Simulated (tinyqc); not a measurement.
Inside a calculation: WKB tunnelling through a gate dielectric with a two-band (Franz) dispersion. Values are carried at full precision from step to step, so a last printed digit may differ when a step is redone from the rounded ones.

Constants: hbar^2/2m0 = 3.80998211 eV angstrom^2.

Values chosen for the exercise (of the size used for SiO2 on silicon; the results hold for these values, not for the real material):
```
symbol  value  unit      meaning
phi     3.2    eV        barrier above the electron energy at the emitter
t       26     angstrom  thickness
V       1.6    V         voltage across the layer
Eg      9.26   eV        gap of the dielectric
m       0.45   m0        mass at the conduction edge
```

## Shape of the barrier

Field V/t (1 V/angstrom = 100 MV/cm), the end of the forbidden region x_e = min(t, phi t/V), and u there.

field = 6.15 MV/cm
x_e = 26.00 angstrom
u(x_e) = 1.600 eV

V < phi: a trapezoid, direct tunnelling through the whole layer.

## Decay constant through the layer

At depth x the conduction edge lies u(x) = phi - V x/t above the electron. Parabolic: kappa = sqrt(m u/c). Franz: kappa = sqrt(m u (1 - u/Eg)/c), which vanishes at both band edges. c = hbar^2/2m0. T = exp(-2 integral of kappa dx) over the region u > 0; no image force, no prefactor, zero transverse momentum. The region ends at x_e = min(t, phi t/V); x_e < t is the Fowler-Nordheim regime.

Nine points x = j x_e/8.

kappa (1/angstrom):
```
x (angstrom)  u (eV)  parabolic   Franz
0.000         3.2000     0.6148  0.4973
3.250         3.0000     0.5953  0.4894
6.500         2.8000     0.5751  0.4803
9.750         2.6000     0.5542  0.4700
13.000        2.4000     0.5324  0.4583
16.250        2.2000     0.5097  0.4451
19.500        2.0000     0.4860  0.4304
22.750        1.8000     0.4611  0.4139
26.000        1.6000     0.4347  0.3954
```

At the emitter the Franz value is 19.1 % below the parabolic one, the factor sqrt(1 - phi/Eg).

## The integrals by Simpson's rule

Weights 1, 4, 2, 4, 2, 4, 2, 4, 1 times a third of the spacing.

integral of kappa dx: parabolic 13.777, Franz 11.813

## The integrals in closed form

Parabolic: (2/3) sqrt(m/c) (t/V) (phi^(3/2) - u_e^(3/2)). Franz: sqrt(m/c) Eg^(3/2) (t/V) (f(phi/Eg) - f(u_e/Eg)) with f(y) = ((2y - 1) sqrt(y (1 - y)) + arcsin(sqrt y))/4. u_e = max(phi - V, 0). T = exp(-2 I).

integral of kappa dx: parabolic 13.7773, Franz 11.8126

T: parabolic 1.08e-12, Franz 5.49e-11

The two-band dispersion raises T by a factor 50.9.

## Checks

- Franz integral in closed form against adaptive quadrature: both 11.8126.

Run: tinyqc, `OMP_NUM_THREADS=1 python tinyqc.py 1450361 1450362 out.jsonl`; Intel(R) Xeon(R) Processor @ 2.30GHz, one thread, shared host; about 0.01 s of CPU time with all checks.
